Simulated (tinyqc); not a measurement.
# Read current of a NAND string, cells in series solved by shooting, step by step

tinyqc, about 0.3 s, one thread, Intel Xeon 2.30GHz (shared host): `OMP_NUM_THREADS=1 python tinyqc.py 2142159 2142160 out.jsonl` Printed values are rounded.

Cells in series, numbered from 0 at the source line (0 V) to the bit line, each followed by a gap resistance Rg. A cell with gate Vg, threshold VT, source Vs and drain Vd passes I = 2 nf K Vt^2 [F(Vs) - F(Vd)]/(1 + th max(Vg - VT, 0)), F(V) = ln^2(1 + exp((Vg - VT - nf V)/(2 nf Vt))). The selected cell has Vg = Vr, the others Vg = Vp.

Parameters, values chosen for the exercise; values of the order met in vertical NAND strings: temperature T = 300 K; gain factor of a cell K = 6.1 uA/V^2; slope factor nf = 1.3; mobility reduction factor th = 0.05 1/V; resistance of the gap between cells Rg = 16 kohm; bit-line voltage Vbl = 0.3 V; pass voltage Vp = 7.9 V; read voltage on the selected word line Vr = 3.09 V.

Constants: q = 1.602176634e-19 C, kB = 1.380649e-23 J/K, Vt = kB T/q. Results are converted to the units shown.

## Step 1: node voltages for a trial current

first trial current = 0.53 uA
thresholds from the source end, cell 0 to 3 (V): [3.1, 3.1, 3.1, 1.6]

For a trial current I start at 0 V and, cell by cell (the selected one is cell 3), solve for the drain: sqrt(F(Vd)) = sqrt(F(Vs) - I/k), k = 2 nf K Vt^2/(1 + th max(Vg - VT, 0)), Vd = [Vg - VT - 2 nf Vt ln(exp(sqrt F) - 1)]/nf, then add I Rg.

node voltage after each cell and gap, trial 1, cell 0 to 3 (V): [0.0309940, 0.0621798, 0.0935618, 0.172635]

## Step 2: node voltages for a trial current

second trial current = 0.77 uA

As before.

node voltage after each cell and gap, trial 2, cell 0 to 3 (V): [0.0450746, 0.0905576, 0.136463, 0.258025]

## Course of the secant iteration

Secant steps on the end voltage less Vbl, from the two trials; a trial above the saturation current of a cell has no solution and is moved halfway to the previous trial. Stop below 1e-9 V.

Course of the iteration:
```
iteration    I (uA)  end voltage - Vbl (V)  halvings
1          0.887975                2.20e-3         0
2          0.882105               -3.91e-5         0
3          0.882208               -3.67e-8         0
4          0.882208               6.14e-13         0
```

Converged in 4 iterations to I = 0.88221 uA. The selected cell takes 43.1 % of the bit-line voltage and the gaps together 18.8 %.
